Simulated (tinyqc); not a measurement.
Inside a calculation: polytypes by hexagonality, and a cubic inclusion as a quantum well. Values are carried at full precision from step to step, so a last printed digit may differ when a step is redone from the rounded ones.

A layer is h if its two neighbours in the periodic sequence sit on the same site, k otherwise; the hexagonality h is the share of h layers.

Constants: hbar^2/2m0 = 3.80998211 eV angstrom^2.

Inputs chosen for the exercise (of the order of those of InP; not measured data): E3 = 1.413 eV (gap of the cubic polytype); E2 = 1.499 eV (gap of 2H); Ev2 = 0.039 eV (valence top of 2H above that of 3C); P2 = -0.0019 C/m^2 (spontaneous polarisation of 2H); m = (0.086, 0.083) m0 (electron mass along c in the cubic layer and in the host); d = 3.381 angstrom (thickness of a double layer); eps = 12.4 (dielectric constant); N = 9 (double layers in the cubic inclusion).

## Hexagonality

Stacking sequences:
```
polytype               sequence
2H                           AB
6H                       ABCACB
21R       ABCACBACABCBACBCABACB
9R                    ABCBCACAB
10H                  ABCABCBACB
```

Give the h/k string and h of each.

Hexagonality:
```
polytype             h/k string       h
2H                           hh  1.0000
6H                       hkkhkk  0.3333
21R       hkkhkkkhkkhkkkhkkhkkk  0.2857
9R                    hkhhkhhkh  0.6667
10H                  hkkkkhkkkk  0.2000
```

## Gaps and band edges

Gap: E3 + (E2 - E3) h. Valence top Ev2 h and polarisation P2 h, both counted from 3C; Ec = Ev + gap.

Evaluate for each polytype.

Results:
```
polytype  gap (eV)  Ev (eV)  Ec (eV)  P (C/m^2)
2H          1.4990   0.0390   1.5380   -0.00190
6H          1.4417   0.0130   1.4547   -0.00063
21R         1.4376   0.0111   1.4487   -0.00054
9R          1.4703   0.0260   1.4963   -0.00127
10H         1.4302   0.0078   1.4380   -0.00038
```

The widest gap is that of 2H, the narrowest that of 10H. Ev and Ec both rise with h, so 3C collects electrons and the more hexagonal side holes: a staggered line-up.

## The bound level without the field

A cubic inclusion of width L = N d in the host (h = 1) is a well of depth V = Ec(host) - Ec(3C). Square well with mass mismatch: k tan(k L/2) = (m_w/m_b) q, k = sqrt(m_w E/c), q = sqrt(m_b (V - E)/c), c = hbar^2/2m0, lowest root. The depth of the level, V - E, is its binding, and the transition to the valence top of the host is gap(host) - (V - E). The step in polarisation gives a field |F| = |P|/(eps eps0) in a thin inclusion, eps0 = 8.8541878e-12 F/m.

Give V, L, the level E, its depth below the host conduction edge and the transition to the valence top of the host, gap(host) - (V - E).

V = 0.1250 eV
L = 30.429 angstrom
E above the bottom = 0.0804 eV
depth below the host edge = 0.0446 eV
transition = 1.4544 eV

The level keeps 36 % of the well depth. The transition lies above the gap of 3C itself (1.413 eV).

## The polarisation field

Give |F|, the drop |F| L, the bound charge |P|/e per cm^2 (e = 1.602176634e-19 C), and, as a first estimate, the shift -|F| L/2 of the transition for an electron centred in the layer and a hole in the host on the high side.

|F| = 0.173 MV/cm
drop = 52.7 meV
bound charge = 1.19e+12 cm^-2
estimated shift = -26.3 meV

The drop is 42 % of the well depth. The host edge on the low side sinks by 26 meV against the centre, less than the 45 meV by which the flat well binds.

## Checks

- Square-well root against finite differences on a grid of 0.5 angstrom (eV): both 0.080.

Computed by tinyqc, a small Python program: `OMP_NUM_THREADS=1 python tinyqc.py 1850121 1850122 out.jsonl` (the numbers bound the seed that draws the inputs); one thread of a shared host (Intel(R) Xeon(R) Processor @ 2.30GHz), about 0.09 s for the whole set of steps.
